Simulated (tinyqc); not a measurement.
Ratio and sensitivities against delay: time-domain thermoreflectance: layered heat flow under a modulated pulse train, and what the signal ratio measures. Computed by tinyqc, a small Python program. Command: `OMP_NUM_THREADS=1 python tinyqc.py 3113299 3113300 out.jsonl tdtr walk`. One thread of a shared host (Intel(R) Xeon(R) Processor @ 2.30GHz), about 0.2 s of CPU time with the checks.

Pulses repeat at 80 MHz; heat is laid down at the surface, all layers are isotropic, and the film is in perfect contact with the substrate.

Inputs (values chosen for the exercise, modelled on aluminium on silica): metal thickness d = 63 nm; metal conductivity = 140 W/(m K); metal heat capacity = 2.42 MJ/(m^3 K); boundary conductance G under the metal = 100 MW/(m^2 K); film thickness = 57 nm; film conductivity = 4.3 W/(m K); film heat capacity = 2.6 MJ/(m^3 K); substrate conductivity kappa = 1.3 W/(m K); substrate heat capacity C = 1.66 MJ/(m^3 K); modulation frequency f = 1 MHz; spot radius w (1/e^2, pump and probe) = 17 micrometre.

Stack: metal, film, substrate.

Method:
- For radial wave number k and angular frequency W each layer has u = sqrt(4 pi^2 k^2 + i W C/kappa) and gamma = kappa u. Surface impedance from below: Z = 1/gamma for the substrate; a layer of thickness L maps Z to (Z + tanh(u L)/gamma)/(1 + gamma Z tanh(u L)); a boundary adds 1/G.
- Response per absorbed watt H(W) = 2 pi int_0^(2/w) Z(k, W) exp(-pi^2 k^2 w^2) k dk by 20 Gauss-Legendre points.
- Signal: X + iY = sum_(m = -M..M) H(2 pi (f + m f_r)) exp(i 2 pi m f_r t) exp(-pi (m/M)^2 x 4), f_r = 80 MHz, M = 4000, with H(-W) the complex conjugate of H(W); V_in = X, V_out = Y, ratio = -V_in/V_out.
- Sensitivity S = ln(ratio'/ratio)/ln(1.01) for a rise of one input by 1 %.

Ratio and sensitivities:
```
t (ps)   ratio  S to kappa     S to G    S to d   S to C     S to w  S to film conductivity
100     1.0128     0.28541  -0.026865  -0.45558  0.28376  -0.076674               -0.014482
200     0.9898     0.28324  -0.041009  -0.42842  0.28156  -0.077089               -0.018195
400     0.9522     0.27951  -0.059465  -0.38377  0.27778  -0.077809               -0.026090
800     0.8952     0.27341  -0.077994  -0.31839  0.27159  -0.079018               -0.040049
1500    0.8274     0.26443  -0.085113  -0.24825  0.26250  -0.080710               -0.054292
2500    0.7660     0.25293  -0.076364  -0.19850  0.25088  -0.082565               -0.059464
4000    0.7082     0.23821  -0.058732  -0.16855  0.23603  -0.084710               -0.055807
```

The largest sensitivity in size at 100 ps is to d (-0.46). kappa and C enter almost alike, through the effusivity. At 400 ps an error of 3 % in d passes on as 4 % in kappa.

Extremes, crossings and ranges named in words are read from the listed rows.
